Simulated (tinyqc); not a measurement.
# Changing the acceptor density N_A

Model: trap-assisted generation and recombination current of an abrupt junction. Computed by tinyqc, a small Python program. Command: `OMP_NUM_THREADS=1 python tinyqc.py 3017959 3017960 out.jsonl junctionleak sweep`. One thread of a shared host (Intel(R) Xeon(R) Processor @ 2.30GHz), about 0.05 s of CPU time with the checks.

Depletion approximation, flat quasi-Fermi levels across the depleted layer, long neutral regions with minority lifetimes tau_n and tau_p, full ionisation and Boltzmann statistics. Voltages in exponents stand for e V.

Inputs (values chosen for the exercise, with bands and screening modelled on CdTe): gap E_g = 1.57 eV; electron mass m_e = 0.0927 m_0; valleys M_c = 1; hole mass m_h = 0.614 m_0; dielectric constant eps = 10.3; donor density N_D = 1.2e+18 cm^-3; capture time tau_n = 4.4e-08 s; capture time tau_p = 2.1e-06 s; trap level E_t - E_i = 0 eV; electron diffusion coefficient D_n = 22 cm^2/s; hole diffusion coefficient D_p = 2.2 cm^2/s; reverse bias V_r = 2.7 V; temperature T = 400 K.

Field enhancement: none.

Constants: k_B = 8.617333262e-05 eV/K; m_0 = 9.1093837015e-31 kg; k_B = 1.380649e-23 J/K; h = 6.62607015e-34 J s; e = 1.602176634e-19 C; eps_0 = 8.8541878128e-12 F/m.

Method:
- N_c = 2 M_c (2 pi m_e k_B T/h^2)^(3/2) and N_v = 2 (2 pi m_h k_B T/h^2)^(3/2), masses in units of m_0.
- n_i = sqrt(N_c N_v) exp(-E_g/2 k_B T); V_bi = (k_B T/e) ln(N_A N_D/n_i^2); diffusion saturation current J_d0 = e n_i^2 [sqrt(D_n/tau_n)/N_A + sqrt(D_p/tau_p)/N_D].
- W = sqrt(2 eps eps_0 (V_bi - V)(1/N_A + 1/N_D)/e), x_p = W N_D/(N_A + N_D), x_n = W - x_p, peak field F_m = 2 (V_bi - V)/W; reverse bias means V = -V_r.
- Potential from the p edge: phi = (V_bi - V) x^2/(x_p W) on the p side and (V_bi - V)[1 - (W - x)^2/(x_n W)] on the n side; p = N_A exp(-phi/k_B T), n = n_i^2 exp(V/k_B T)/p; U = (n p - n_i^2)/[tau_p (n + n_i exp(dE/k_B T)) + tau_n (p + n_i exp(-dE/k_B T))], dE = E_t - E_i, n1 = n_i exp(dE/k_B T), p1 = n_i exp(-dE/k_B T); J_t = e int U dx by the trapezoid rule on 400 intervals on each side.
- Generation lifetime tau_g = tau_p exp(dE/k_B T) + tau_n exp(-dE/k_B T); textbook estimate e n_i W/tau_g; generation current J_g = -J_t; total = J_g + J_d0 (1 - exp(-V_r/k_B T)).

One run for each value; columns: (1) acceptor density N_A (cm^-3); (2) generation current (A/cm^2); (3) peak field F_m (V/cm); (4) W (nm); (5) J_d0 (A/cm^2); (6) total reverse current (A/cm^2):
```
(1)             (2)        (3)   (4)        (5)        (6)
1.00e+15  5.491e-09  3.717e+04  2117  1.202e-12  5.493e-09
3.00e+15  3.116e-09  6.463e+04  1229  4.007e-13  3.116e-09
1.00e+16  1.676e-09  1.183e+05   679  1.202e-13  1.676e-09
1.00e+17  5.135e-10  3.644e+05   225  1.207e-14  5.135e-10
3.00e+17  2.926e-10  5.902e+05   140  4.052e-15  2.926e-10
1.00e+18  1.766e-10  8.942e+05    93  1.248e-15  1.766e-10
3.00e+18  1.420e-10  1.126e+06    75  4.465e-16  1.420e-10
```

Give the missing row, acceptor density N_A (cm^-3) = 3.00e+16.

Computed row; columns: (1) acceptor density N_A (cm^-3); (2) generation current (A/cm^2); (3) peak field F_m (V/cm); (4) W (nm); (5) J_d0 (A/cm^2); (6) total reverse current (A/cm^2):
```
(1)             (2)        (3)  (4)        (5)        (6)
3.00e+16  9.528e-10  2.041e+05  397  4.011e-14  9.528e-10
```

Interpolating between the two neighbouring rows (the first column on a logarithmic scale, the others too where they are positive) misses most in W (nm), by 0.89 %. Over the rows, generation current (A/cm^2) falls from 5.49e-9 to 1.42e-10 (exponent d ln y / d ln x -0.52 between the first rows and -0.20 between the last); peak field F_m (V/cm) rises from 37200 to 1.13e6 (exponent d ln y / d ln x 0.50 between the first rows and 0.21 between the last); W (nm) falls from 2120 to 74.8 (exponent d ln y / d ln x -0.49 between the first rows and -0.20 between the last). At the low end the exponent of W is -0.49, close to -0.50: the lightly doped side holds the layer.

Caution (all rows): one side is doped near or above its effective density of states, so Boltzmann statistics understate V_bi. Caution (rows 1.00e18, 3.00e18): at such a field avalanche multiplication or band-to-band tunnelling, left out here, may dominate the reverse current.

Extremes, crossings and ranges named in words are read from the listed rows.
